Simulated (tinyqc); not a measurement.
Elastic strain and critical thickness of a cubic alloy layer A(1-x)B(x) on a thick substrate: one step, computed by the program tinyqc. Command: `OMP_NUM_THREADS=1 python tinyqc.py 3019882 3019883 out.jsonl misfit walk`. One thread of a shared host (Intel(R) Xeon(R) Processor @ 2.30GHz), about 0.01 s of CPU time with the checks.

Strain is positive in tension. The layer is coherent with the substrate unless said otherwise.

Question. Symmetric X-ray reflection. Reflection 004: d = a_perp/sqrt(16), with a_perp = a (1 + e_perp) for the coherent layer, a for the relaxed layer and a_S for the substrate; sin(theta) = lambda/(2 d).

Inputs (values chosen for the exercise, for a model alloy): substrate lattice constant a_S = 5.659 angstrom; X-ray wavelength = 1.540593 angstrom.

Growth plane: (001).

free lattice constant a = 5.50818 angstrom

normal strain e_perp = -0.02037465

Give: Bragg angles; peak separation of the coherent layer.

Answer.

Bragg angles:
```
crystal         a_perp (angstrom)  theta (degrees)  from substrate (arcsec)
substrate                   5.659            32.99                        0
coherent layer              5.396            34.82                     6597
relaxed layer               5.508            34.01                     3688
```

peak separation of the coherent layer = 6597 arcsec

Caution: above about 2 % misfit, linear elasticity is rough and compressed layers tend to form islands before dislocations.
